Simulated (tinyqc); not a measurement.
Deal-Grove kinetics of thermal oxidation of silicon: one step, computed by the program tinyqc. Command: `OMP_NUM_THREADS=1 python tinyqc.py 3008803 3008804 out.jsonl oxide walk`. One thread of a shared host (Intel(R) Xeon(R) Processor @ 2.30GHz), about 0.06 s of CPU time with the checks.

Oxidant diffuses through the oxide and reacts at the interface, so that dx/dt = B/(A + 2x) for the oxide thickness x.

Problem. Rate constants. B = B0 p exp(-E_B/(k_B T)), B/A = (B/A)0 p^m exp(-E_A/(k_B T)), p in atm; A = B/(B/A). Temperatures in kelvin are T(C) + 273.15.

Inputs (values chosen for the exercise, close to those used for silicon):

| quantity | value | unit |
|---|---|---|
| prefactor B0 | 705 | um^2/h |
| activation energy E_B | 1.22 | eV |
| prefactor (B/A)0 | 6.27e+06 | um/h |
| activation energy E_A | 2.02 | eV |
| temperature T | 825 | C |
| oxidant pressure p | 5 | atm |
| pressure exponent m of B/A | 0.79 | - |

Ambient: dry oxygen. Surface: (111).

Constants: k_B = 8.617333262e-05 eV/K.

Give: parabolic constant B; linear constant B/A; length A.

Solution.

parabolic constant B = 0.008875 um^2/h

linear constant B/A = 0.01199 um/h

length A = 0.7399 um

Reaction at the interface limits growth while x is well below A/2 = 0.370 um, diffusion once x is well above it.
